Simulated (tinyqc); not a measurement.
Worked calculation: tight binding, honeycomb lattice. Computed by tinyqc, a small Python program that keeps every step. Settings: t1 = 2.7, t2 = 0.05, phi = 1.57, delta = 2.2, points = 5. Command: `OMP_NUM_THREADS=1 python tinyqc.py 31880 31881 out.jsonl` (the two numbers bound the seeds that draw the settings). One thread of a shared host (Intel(R) Xeon(R) Processor @ 2.60GHz), about 0.01 s of CPU time with the checks.

## Bloch Hamiltonian at k

Parameters chosen for this model:
```
parameter,value,unit
t1,2.700000,"eV, nearest"
t2,0.050000,"eV, second neighbours"
phi,1.570000,"rad, phase of t2 (Haldane)"
delta,2.200000,"eV, +/- on A and B"
```

k point k (fractions of the reciprocal vectors): -0.3400  0.2300

H_AB = -t1 (1 + exp(-i k.a1) + exp(-i k.a2)); H_AA = delta - 2 t2 sum cos(k.b + phi), H_BB = -delta - 2 t2 sum cos(k.b - phi), b = a1, a2 - a1, -a2.

H(k) at k (eV):
```
,A,B
A,1.9739,-1.5917+0.3990i
B,-1.5917-0.3990i,-1.9737
```

## Levels at k

Diagonalise the Hermitian matrix.

eigenvalues (eV): -2.5667  2.5669

weights |c|^2 of the basis functions:
```
,band 1,band 2
A,0.1155,0.8845
B,0.8845,0.1155
```

## Bloch Hamiltonian at K

k point K (fractions of the reciprocal vectors): 0.3333  0.6667

As before.

H(k) at K (eV):
```
,A,B
A,2.4599,0.0000
B,0.0000,-2.4597
```

## Levels at K

As before.

eigenvalues (eV): -2.4597  2.4599

weights |c|^2 of the basis functions:
```
,band 1,band 2
A,0.0000,1.0000
B,1.0000,0.0000
```

## Bands along a path

The same steps at evenly spaced points between the labelled ones.

Bands along the path (eV):
```
k,band 1,band 2
G,-8.3937,8.3932
G-K 0.33,-7.1913,7.1910
G-K 0.67,-4.3376,4.3377
K,-2.4597,2.4599
K-M 0.33,-2.8203,2.8205
K-M 0.67,-3.3284,3.3286
M,-3.4827,3.4829
M-K' 0.33,-3.1481,3.1483
M-K' 0.67,-2.4405,2.4407
K',-1.9401,1.9403
```

With 1 band(s) filled, the highest filled level on these points lies at K' and the lowest empty one at K': a gap of 3.8804 eV, direct.

## Chern number of the lower band

On a 5 x 5 mesh, the phase of the product of overlaps around each plaquette (k1 then k2); the sum over 2 pi is an integer.

plaquette phases (rad):
```
,1,2,3,4,5
1,0.0000,-0.0684,-0.1609,0.0904,0.0422
2,0.0646,-0.0128,-0.3676,-0.3147,0.0904
3,0.1295,0.3906,-0.0425,-0.3676,-0.1609
4,-0.0921,0.4016,0.3906,-0.0128,-0.0684
5,-0.0332,-0.0921,0.1295,0.0646,0.0000
```

Chern number = 0.0000
